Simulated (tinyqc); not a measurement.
Warping of the constant-energy contours: six-band Luttinger-Kohn model.

Six-band Luttinger-Kohn model in the basis |3/2,3/2>, |3/2,1/2>, |3/2,-1/2>, |3/2,-3/2>, |1/2,1/2>, |1/2,-1/2>, electron energies, zero at the top of the unstrained valence band. H = -[rows: (P+Q, -S, R, 0, -S/r2, r2 R); (-S*, P-Q, 0, R, -r2 Q, r32 S); (R*, 0, P-Q, S, r32 S*, r2 Q); (0, R*, S*, P+Q, -r2 R*, -S*/r2); (-S*/r2, -r2 Q, r32 S, -r2 R, P+Dso, 0); (r2 R*, r32 S*, r2 Q, -S/r2, 0, P+Dso)], r2 = sqrt(2), r32 = sqrt(3/2). Levels are twofold.

P = c g1 k^2 - av tr(e); Q = c g2 (kx^2 + ky^2 - 2 kz^2) - (b/2)(exx + eyy - 2 ezz); R = c sqrt3 [-g2 (kx^2 - ky^2) + 2i g3 kx ky] + (sqrt3/2) b (exx - eyy) - i d exy; S = 2 c sqrt3 g3 (kx - i ky) kz - d (exz - i eyz); c = hbar^2/2m0, e the strain tensor (not engineering shear).

Constants: hbar^2/2m0 = 3.80998211 eV angstrom^2.

Parameters, chosen for this exercise (near those of AlAs; the results hold for these values, not for the real material): Dso = 0.277 eV (spin-orbit splitting); g1 = 3.72 (Luttinger gamma1); g2 = 0.82 (gamma2); g3 = 1.41 (gamma3); E_h = 25 meV (hole energy below the top).

No strain (e = 0). In the plane kz = 0, |k| where the top and second pairs lie E_h below the top, against the angle from [100]; m = c k^2/E_h.

Contours:

| angle (degrees) | k top (1/angstrom) | k second (1/angstrom) | m top (m0) | m second (m0) |
|---|---|---|---|---|
| 0 | 0.0562 | 0.0353 | 0.481 | 0.190 |
| 9 | 0.0577 | 0.0350 | 0.508 | 0.186 |
| 18 | 0.0622 | 0.0342 | 0.590 | 0.179 |
| 27 | 0.0688 | 0.0335 | 0.721 | 0.171 |
| 36 | 0.0758 | 0.0329 | 0.876 | 0.165 |
| 45 | 0.0792 | 0.0328 | 0.955 | 0.164 |

The heavy contour reaches 1.409 times as far along [110] as along [100], the light one 0.928 times. The warping follows g3 - g2 = 0.59 and would vanish for g2 = g3. Along [100] the heavy mass is 1/(g1 - 2 g2) = 0.481 at any energy, while the light one is 0.1899, against 1/(g1 + 2 g2) = 0.1866 at the edge, for E_h/Dso = 0.09.

Computed by tinyqc, a small Python program: `OMP_NUM_THREADS=1 python tinyqc.py 1050982 1050983 out.jsonl` (the numbers bound the seed that draws the inputs); one thread of a shared host (Intel(R) Xeon(R) Processor @ 2.30GHz), about 0.03 s for the whole set of steps.
